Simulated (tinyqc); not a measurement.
# Worked calculation: valence-band offset from core levels (Kraut method), with the dipole against the affinity rule

tinyqc, about 0.01 s, one thread, Intel Xeon 2.30GHz (shared host): `OMP_NUM_THREADS=1 python tinyqc.py 2410067 2410068 out.jsonl` Printed values are rounded.

Binding energies are counted downwards from the Fermi level. dEv > 0 means that the valence edge of B lies below that of A, dEc > 0 that the conduction edge of B lies above that of A; dEc + dEv = EgB - EgA. The spectra are made-up values treated as data.

Values chosen for this exercise; gaps and affinities close to those of silicon (A) and aluminium oxide (B):

| symbol | value | unit | meaning |
|---|---|---|---|
| EgA | 1.11 | eV | gap of the substrate A |
| EgB | 8.71 | eV | gap of the overlayer B |
| chiA | 4.08 | eV | electron affinity of A |
| chiB | 1.02 | eV | electron affinity of B |
| cA | 78.47 | eV | core level of bare A |
| cB | 103.77 | eV | core level of thick B |
| vB | 4.08 | eV | valence-band maximum of thick B |
| ei | 9.9 |  | relative permittivity inside the dipole layer |
| dd | 0.29 | nm | thickness of the dipole layer |
| iA | 78.71 | eV | core level of A under a thin film of B |
| iB | 104.95 | eV | core level of B in that thin film |
| bg | 56 |  | background counts in the gap |

Constants: q = 1.602176634e-19 C, eps0 = 8.8541878128e-14 F/cm where lengths are in cm. Results are converted to the units shown.

## Valence-band maximum of bare A

binding energy, point 0 to 5 (eV): [0.76, 0.88, 1, 1.12, 1.24, 1.36]
counts on the leading edge, point 0 to 5: [128, 163, 198, 233, 268, 302]

Fit a straight line to the leading edge by least squares; the maximum vA lies where it meets the background.

slope = 290.476 counts/eV
intercept = -92.5714 counts
vA = 0.511475 eV

## Offsets

dEv = (iB - iA) - (cB - vB) + (cA - vA), dEc = EgB - EgA - dEv.

cA - vA = 77.9585 eV
cB - vB = 99.69 eV
iB - iA = 26.24 eV
dEv = 4.50852 eV
dEc = 3.09148 eV

The alignment is type I (straddling). Both offsets exceed 1 eV, the usual requirement for a gate dielectric. A rigid shift of all levels, by charging or doping, cancels in the differences.

## Interface dipole

The affinity rule gives dEc(0) = chiA - chiB; the dipole step is D = dEc - dEc(0), and two sheets of opposite charge dd apart hold N = eps0 ei |D|/(q dd).

dEc(0) = 3.06 eV
D = 0.0314754 eV
N = 5.93809e12 cm^-2
field in the dipole layer = 1.08536 MV/cm

N is 0.0085 elementary charges for each of about 7e14 surface atoms per cm^2.
